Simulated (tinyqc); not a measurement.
# Polarisation charge from two barrier thicknesses

Question. Voff = phiB - dEc - q sigma d/(eps0 eb). Find sigma, phiB - dEc and the thickness at which Voff = 0.

Constants: q = 1.602176634e-19 C, eps0 = 8.8541878128e-14 F/cm where lengths are in cm. Results are converted to the units shown.

Voff at d = 15 and 29 nm (V): [-1.8831049, -4.3496294]
eb = 9.4316000

Solution. Voff is a straight line in d: its slope is -q sigma/(eps0 eb) and its intercept phiB - dEc.

sigma = 9.183e12 cm^-2
phiB - dEc = 0.7596 V
thickness for Voff = 0 = 4.311 nm

Numbers from tinyqc (`OMP_NUM_THREADS=1 python tinyqc.py 2180112 2180113 out.jsonl`; about 0.01 s on one thread of a shared Intel Xeon 2.30GHz).
